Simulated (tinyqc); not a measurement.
Worked calculation: finite-size error of a charged defect in a periodic cell: Madelung and Makov-Payne terms. Computed by tinyqc, a small Python program that keeps every step. Command: `OMP_NUM_THREADS=1 python tinyqc.py 3027263 3027264 out.jsonl imagecharge walk`. One thread of a shared host (Intel(R) Xeon(R) Processor @ 2.30GHz), about 0.03 s of CPU time with the checks. Intermediate numbers are printed to about 7 digits and carried at full precision; extremes and crossings named in words are read from the listed rows.

L is the cube root of the cell volume. The defect charge is a Gaussian, rho(r) = q (2 pi sigma^2)^(-3/2) exp(-r^2/2 sigma^2), repeated periodically in a uniform neutralising background and screened by a continuum. The model cell energy is E(L) = E_0 + [periodic - isolated electrostatic energy].

Inputs (values chosen for the exercise, for a model uniaxial host):
```
quantity                                     value      unit
charge q                                        -1         e
cell length L                                   15  angstrom
dielectric constant eps_xy                    8.12         -
dielectric constant eps_z                     13.9         -
axis ratio c/a                                1.46         -
width sigma of the defect charge               1.5  angstrom
formation energy of the isolated defect E_0  4.339        eV
```

Supercell lattice: hexagonal. Screening: uniaxial.

scatter added to the six cells, standing for numerical noise (meV): -2.6  0.6  2  -1.1  -4.3  -2.8

Constants: e^2/(4 pi eps_0) = 14.39964548 eV angstrom.

## The cell

Cell vectors: (1,0,0), (-1/2,sqrt(3)/2,0), (0,0,c/a), scaled to volume L^3.

cell vectors (rows) (angstrom):
```
          1         2         3
1  13.87171   0.00000   0.00000
2  -6.93586  12.01326   0.00000
3   0.00000   0.00000  20.25270
```

nearest image = 13.87171 angstrom

## Madelung energy

Ewald sum for a unit point charge: scale each Cartesian component of the cell by 1/sqrt(eps_i), giving R', G' and V'; E = [ (1/2) sum erfc(eta R')/R' + (2 pi/V') sum exp(-G'^2/4 eta^2)/G'^2 - eta/sqrt(pi) - pi/(2 V' eta^2) ] e^2/(4 pi eps_0) / sqrt(eps_x eps_y eps_z), over n_i = -6..6, omitting n = (0,0,0), eta = 2/V'^(1/3). alpha = -2 E eps_g L/(e^2/(4 pi eps_0)), eps_g = (eps_x eps_y eps_z)^(1/3).

terms for a unit charge (eV): real space 0.0013693, reciprocal 0.0092127, self -0.1115167, background -0.0388101

Madelung constant alpha = 2.828010

point-charge correction -q^2 E = 0.1397449 eV

Cubic cells have alpha = 2.837 (sc) to 2.888 (fcc, bcc); this cell is near that range.

## Energy of the smeared charge in the cell

Periodic energy of the Gaussian: (2 pi q^2/V) sum_(G != 0) exp(-sigma^2 G^2)/(G.eps.G) x e^2/(4 pi eps_0), n_i = -k..k with k = max(9, L/sigma rounded up). Isolated energy: q^2/(2 sqrt(pi) sigma) <1/(n.eps.n)> e^2/(4 pi eps_0), the mean over directions n (64 Gauss-Legendre points in cos(theta)).

periodic energy = 0.1442385 eV

isolated energy = 0.2770269 eV

finite-size error = -0.1327884 eV

E(L) = 4.206212 eV

## A series of cells

Cells of the same shape with L scaled by 0.7, 0.85, 1, 1.25, 1.5 and 2; the scatter is added to E(L). The point-charge correction scales as 1/L from its value at the input L.

Scaling data:
```
L (angstrom)  1/L (1/angstrom)  E(L) (eV)  E(L) + point-charge correction (eV)
10.50               0.09523810   4.157178                             4.356813
12.75               0.07843137   4.186549                             4.350955
15.00               0.06666667   4.208212                             4.347956
18.75               0.05333333   4.229658                             4.341454
22.50               0.04444444   4.243591                             4.336754
30.00               0.03333333   4.267193                             4.337066
```

## Ways to reach the isolated limit

Least-squares fits of E(L) to a + b/L, a + c/L^3 or a + b/L + c/L^3; the estimate is a, and errors are against E_0.

Estimates of E_0:
```
way                              estimate (eV)  error (meV)
largest cell, uncorrected             4.267193    -71.80683
largest cell, point-charge term       4.337066     -1.93440
1/L fit, three smallest               4.326863    -12.13725
1/L fit, all six                      4.323575    -15.42466
1/L^3 fit, all six                    4.254820    -84.17981
1/L and 1/L^3, three smallest         4.341324      2.32417
1/L and 1/L^3, all six                4.325401    -13.59891
corrected data, 1/L^3 fit             4.337201     -1.79902
```

coefficient b of the full fit = -1.795926 eV angstrom

Best here: corrected data, 1/L^3 fit (-1.8 meV); worst: 1/L^3 fit, all six (-84 meV). The fitted b is 85.7 % of the Madelung value -q^2 alpha e^2/(8 pi eps_0 eps_g). A pure 1/L fit lands below E_0, because the positive 1/L^3 term flattens the small-cell points.

## One dielectric constant for an anisotropic host?

The same sum with an isotropic constant in place of the tensor, the means being taken over (eps_xy, eps_xy, eps_z); errors against the tensor result.

Point-charge correction:
```
constant            value  correction (eV)  error (meV)
eps_xy            8.12000        0.1564559     16.71109
eps_z            13.90000        0.0913973    -48.34757
arithmetic mean  10.04667        0.1264521    -13.29273
geometric mean    9.71350        0.1307894     -8.95547
harmonic mean     9.42661        0.1347697     -4.97513
```

The tensor gives 0.1397 eV. Closest is harmonic mean (-5.0 meV) and furthest eps_z (-48.3 meV); anisotropy also changes the effective shape of the cell, which no single constant captures.

Checks made by the program: the same sum with another eta (relative difference below 1e-10).
